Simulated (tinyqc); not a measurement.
Read current of a NAND string, cells in series solved by shooting: read current against the number of cells.

Cells in series, numbered from 0 at the source line (0 V) to the bit line, each followed by a gap resistance Rg. A cell with gate Vg, threshold VT, source Vs and drain Vd passes I = 2 nf K Vt^2 [F(Vs) - F(Vd)]/(1 + th max(Vg - VT, 0)), F(V) = ln^2(1 + exp((Vg - VT - nf V)/(2 nf Vt))). The selected cell has Vg = Vr, the others Vg = Vp.

For a trial current I start at 0 V and, cell by cell, solve for the drain: sqrt(F(Vd)) = sqrt(F(Vs) - I/k), k = 2 nf K Vt^2/(1 + th max(Vg - VT, 0)), Vd = [Vg - VT - 2 nf Vt ln(exp(sqrt F) - 1)]/nf, then add I Rg. The string current is the I for which the last node reaches Vbl. The apparent threshold is the Vr at which I = Is. Background: all other cells erased (VT = Ve) or all in the highest state (VT = Vh); ratio and shift are high over erased and high minus erased. The selected cell is in the middle, cell n/2.

Values chosen for this exercise; values of the order met in vertical NAND strings:

| symbol | value | unit | meaning |
|---|---|---|---|
| T | 300 | K | temperature |
| K | 6.6 | uA/V^2 | gain factor of a cell |
| nf | 1.6 |  | slope factor |
| th | 0.06 | 1/V | mobility reduction factor |
| Rg | 7.1 | kohm | resistance of the gap between cells |
| Vbl | 0.3 | V | bit-line voltage |
| Vp | 6.2 | V | pass voltage |
| Ve | -1.5 | V | threshold of an erased cell |
| Vh | 4.2 | V | threshold of the highest state |
| Vx | 2.7 | V | threshold of the selected cell |
| Is | 20 | nA | sensing current |
| Vr | 3.91 | V | read voltage on the selected word line |

Constants: q = 1.602176634e-19 C, kB = 1.380649e-23 J/K, Vt = kB T/q. Results are converted to the units shown.

Read current against the number of cells:
columns A: n; B: I, others erased (uA); C: I, others high (uA); D: ratio; E: apparent VT, erased (V); F: apparent VT, high (V); G: background shift (mV)
```
A          B        C       D      E      F      G
8     0.6909   0.3335  0.4826  2.773  2.781  7.241
16    0.4124   0.1737  0.4212  2.778  2.793  14.55
32    0.2281  0.08867  0.3888  2.787  2.817  29.36
64    0.1204  0.04480  0.3722  2.806  2.866  60.09
96   0.08175  0.02997  0.3666  2.824  2.920  95.33
128  0.06189  0.02251  0.3638  2.843  3.015  172.0
```

What does the table show?

With erased neighbours the current falls from 0.691 to 0.0619 uA, as n^(-0.74) between the first two rows and n^(-0.97) between the last two (-1 once the series resistance rules). The ratio falls from 0.483 to 0.364 and the background shift rises from 7.24 to 172 mV.

tinyqc, about 0.6 s, one thread, Intel Xeon 2.30GHz (shared host): `OMP_NUM_THREADS=1 python tinyqc.py 2142088 2142089 out.jsonl`
